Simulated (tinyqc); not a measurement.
# Inputs raised by 10 %, one at a time

Model: Hall factor, magnetoresistance and optical conductivity for a power-law relaxation time. Computed by tinyqc, a small Python program. Command: `OMP_NUM_THREADS=1 python tinyqc.py 3030747 3030748 out.jsonl magneto sens`. One thread of a shared host (Intel(R) Xeon(R) Processor @ 2.30GHz), about 0.01 s of CPU time with the checks.

One spherical parabolic band, tau(E) = tau_0 x^s with x = E/(k_B T). Landau quantisation is left out.

Inputs (values chosen for the exercise, with a mass close to that of electrons in silicon):

| quantity | value | unit |
|---|---|---|
| effective mass m | 0.25 | m_0 |
| exponent s | -0.5 | - |
| tau_0 | 59 | fs |
| reduced Fermi level eta | 0.8 | - |
| temperature T | 300 | K |
| magnetic field B | 2.1 | T |
| frequency f | 1.9 | THz |
| background permittivity eps_inf | 15.7 | - |

Constants: m_0 = 9.1093837015e-31 kg; k_B = 1.380649e-23 J/K; hbar = 1.054571817e-34 J s; e = 1.602176634e-19 C; eps_0 = 8.8541878128e-12 F/m; c = 299792458 m/s.

Method:
- <y> = int y x^(3/2) f (1 - f) dx / int x^(3/2) f (1 - f) dx, f = 1/(1 + exp(x - eta)).
- Integrals over x = E/(k_B T) use 160 Gauss-Legendre points in u = sqrt(x) from 0 to sqrt(max(eta, 0) + 45).
- n = (2 m k_B T)^(3/2)/(3 pi^2 hbar^3) int x^(3/2) f (1 - f) dx; moments in units of tau_0.
- mu = e <tau>/m; weak field r_H = <tau^2>/<tau>^2 and MR = c (mu B)^2, c = <tau^3>/<tau>^3 - r_H^2; strong field r_H = 1 and MR = <tau> <1/tau> - 1.
- With w_c = e B/m: sigma_xx = (n e^2/m) <tau/(1 + w_c^2 tau^2)>, sigma_xy = (n e^2/m) <w_c tau^2/(1 + w_c^2 tau^2)>; r_H = (n e/B) sigma_xy/(sigma_xx^2 + sigma_xy^2); MR = sigma_0 sigma_xx/(sigma_xx^2 + sigma_xy^2) - 1, sigma_0 = n e^2 <tau>/m.
- sigma(w) = (n e^2/m) <tau/(1 - i w tau)>, w = 2 pi f; eps = eps_inf + i sigma/(eps_0 w); N = sqrt(eps); absorption coefficient 2 w Im N/c; reflectivity |(N - 1)/(N + 1)|^2; plasma frequency sqrt(n e^2/(eps_inf eps_0 m))/(2 pi).

Runs:

| input moved | from | to | magnetoresistance MR (%) | sigma_xx (S/cm) | absorption coefficient (1/cm) | reflectivity |
|---|---|---|---|---|---|---|
| base run | - | - | 0.06144 | 183.0 | 7926 | 0.8283 |
| effective mass m (m_0) | 0.25 | 0.275 | 0.05112 | 192.0 | 8137 | 0.8326 |
| tau_0 (fs) | 59 | 64.9 | 0.07378 | 201.1 | 8352 | 0.8388 |
| temperature T (K) | 300 | 330 | 0.06144 | 211.1 | 8574 | 0.8408 |
| magnetic field B (T) | 2.1 | 2.31 | 0.07378 | 182.8 | 7926 | 0.8283 |
| frequency f (THz) | 1.9 | 2.09 | 0.06144 | 183.0 | 8266 | 0.8214 |
| background permittivity eps_inf | 15.7 | 17.27 | 0.06144 | 183.0 | 7884 | 0.8269 |

Exponents ln(y'/y) / ln(x'/x):

| input | magnetoresistance MR | sigma_xx | absorption coefficient | reflectivity |
|---|---|---|---|---|
| effective mass m | -1.930 | 0.508 | 0.276 | 0.054 |
| tau_0 | 1.921 | 0.990 | 0.550 | 0.132 |
| temperature T | 0.000 | 1.500 | 0.824 | 0.157 |
| magnetic field B | 1.921 | -0.010 | 0.000 | 0.000 |
| frequency f | 0.000 | 0.000 | 0.441 | -0.088 |
| background permittivity eps_inf | 0.000 | 0.000 | -0.056 | -0.018 |

Among the inputs moved here: magnetoresistance MR answers most in size to effective mass m (exponent -1.930), and about equally to tau_0 (+1.921), magnetic field B (+1.921); its exponent is below 0.0005 for temperature T, frequency f, background permittivity eps_inf. sigma_xx answers most in size to temperature T (exponent +1.500), next to tau_0 (+0.990); its exponent is below 0.0005 for frequency f, background permittivity eps_inf. Its exponent -0.010 in magnetic field B: weak field. Absorption coefficient answers most in size to temperature T (exponent +0.824), next to tau_0 (+0.550); its exponent is below 0.0005 for magnetic field B. reflectivity answers most in size to temperature T (exponent +0.157), next to tau_0 (+0.132); its exponent is below 0.0005 for magnetic field B.
